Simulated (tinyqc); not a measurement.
# Barrier from its over-barrier resonances

Problem. A flat barrier of width d = 1.2 nm between equal leads transmits fully where k d = n pi, that is at E_n = U + C (n pi/d)^2/m, C = hbar^2/(2 m0), whatever the lead mass. Find m and U.

Constants: q = 1.602176634e-19 C, hbar = 1.054571817e-34 J s, m0 = 9.1093837015e-31 kg, hbar^2/(2 m0) = 0.0380998212 eV nm^2. Results are converted to the units shown.

energies of resonances n = 1 and 2 (eV): 4.8818074  17.517229

Answer. The spacing is 3 C (pi/d)^2/m, which gives m; either energy then gives U.

m = 0.06200 m0
U = 0.6700 eV

tinyqc, about 0.06 s, one thread, Intel Xeon 2.30GHz (shared host): `OMP_NUM_THREADS=1 python tinyqc.py 2560019 2560020 out.jsonl`
